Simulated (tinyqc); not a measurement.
X-ray reflectivity of a thin film on silicon: critical angles, Parratt recursion, fringes and roughness: one step, computed by the program tinyqc.

n = 1 - delta + i beta; the classical electron radius is r_e = 2.8179403e-6 nm. Layer 0 is vacuum, 1 the film, 2 the substrate.

Task: Optical constants. delta = r_e lambda^2 rho_e/(2 pi), rho_e = density x electrons per mass x N_A; critical angle sqrt(2 delta), q_c = 4 sqrt(pi r_e rho_e).

Inputs (values chosen for the exercise, modelled on a porous low-k film on silicon, copper K-alpha radiation):
```
quantity                                        value    unit
wavelength lambda                             0.15406      nm
film density rho                                 1.25  g/cm^3
effective electrons per unit mass, film         0.517   mol/g
beta/delta, film                               0.0098       -
substrate density                                2.33  g/cm^3
effective electrons per unit mass, substrate    0.507   mol/g
beta/delta, substrate                           0.023       -
```

Constants: N_A = 6.02214076e+23 1/mol.

Give: the table «Constants» with the columns rho_e (1/nm^3), delta, beta, critical angle (degrees), q_c (1/nm), for layer = film, substrate.

Result:

Constants:
```
layer      rho_e (1/nm^3)       delta        beta  critical angle (degrees)  q_c (1/nm)
film               389.18  4.1427e-06  4.0598e-08                   0.16492     0.23479
substrate          711.40  7.5726e-06  1.7417e-07                   0.22298     0.31744
```

The film is less dense in electrons than the substrate, so a second edge from the substrate can show.
